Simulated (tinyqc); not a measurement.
Conductivity against temperature: Debye-Callaway model of lattice thermal conductivity. Computed by tinyqc, a small Python program. Command: `OMP_NUM_THREADS=1 python tinyqc.py 3030717 3030718 out.jsonl callaway walk`. One thread of a shared host (Intel(R) Xeon(R) Processor @ 2.30GHz), about 0.01 s of CPU time with the checks.

Three acoustic branches with one velocity v, cut at omega_D = k_B Theta/hbar; x = hbar omega/(k_B T). v and Theta are separate inputs: Theta cuts off the heat-carrying modes, so C need not reach 3 k_B/V. gamma is an effective value that sets the umklapp rate. Heat flows along the film.

Inputs (values chosen for the exercise, modelled on lead telluride): sound velocity v = 1810 m/s; Debye temperature Theta = 140 K; volume per atom V = 33.7 angstrom^3; mean atomic mass M = 167.4 u; effective Grueneisen parameter gamma = 3.88; umklapp exponent divisor b = 2; vacancy fraction n_v = 0.0018; film thickness t = 0.033 micrometre; specularity p = 0.8; normal-process factor f_N = 4.5.

Sample: film. Point defects: vacancies. Normal processes: included.

Constants: k_B = 1.380649e-23 J/K; hbar = 1.054571817e-34 J s; u = 1.6605390666e-27 kg.

Method:
- A vacancy counts as a mass defect Delta M/M = -3 (the missing mass and twice its bonds), so Gamma = 9 n_v. A = V Gamma/(4 pi v^3).
- Rates: point defects A omega^4; umklapp B omega^2 T exp(-Theta/(b T)) with B = hbar gamma^2/(M v^2 Theta); normal processes f_N B omega^2 T (T/Theta)^2. Film: the bulk time tau of each mode, from the resistive rates above, is multiplied by the Fuchs-Sondheimer factor F = (3/2) int_0^1 (1 - u^2) [1 - (1 - p) (u/d) (1 - E)/(1 - p E)] du, with E = exp(-d/u), d = t/(v tau), by 48 Gauss-Legendre points in z with u = z^4; the boundary rate is defined as 1/(F tau) - 1/tau.
- kappa_1 = c int tau_C g dx, g = x^4 e^x/(e^x - 1)^2, c = (k_B/(2 pi^2 v)) (k_B T/hbar)^3, over 0 < x < min(Theta/T, 40), by 96 Gauss-Legendre points in s with x = x_max s^2; 1/tau_C = 1/tau_R + 1/tau_N; kappa_2 = c [int (tau_C/tau_N) g dx]^2 / int (tau_C/(tau_N tau_R)) g dx; kappa = kappa_1 + kappa_2.

Rayleigh coefficient A = 7.32655e-42 s^3

Kappa (W/(m K)):
```
T (K)  all processes  without point defects
8.4           2.4934                 15.633
14            4.5319                 34.760
24            6.1900                 44.654
42            5.5417                 25.583
70            3.5747                 11.389
110           2.2045                 5.4995
180           1.3605                 2.6490
```

What does the comparison show, and why?

kappa peaks among these rows at 24 K (T/Theta = 0.171) with 6.19 W/(m K). The exponent d ln kappa/d ln T is 1.17 at the cold end and -0.98 at the hot end. The normal rate is taken to grow as T^3 at all T, which overstates it above Theta. Point defects cost most at 14 K, a factor 7.67.

Extremes, crossings and ranges named in words are read from the listed rows.
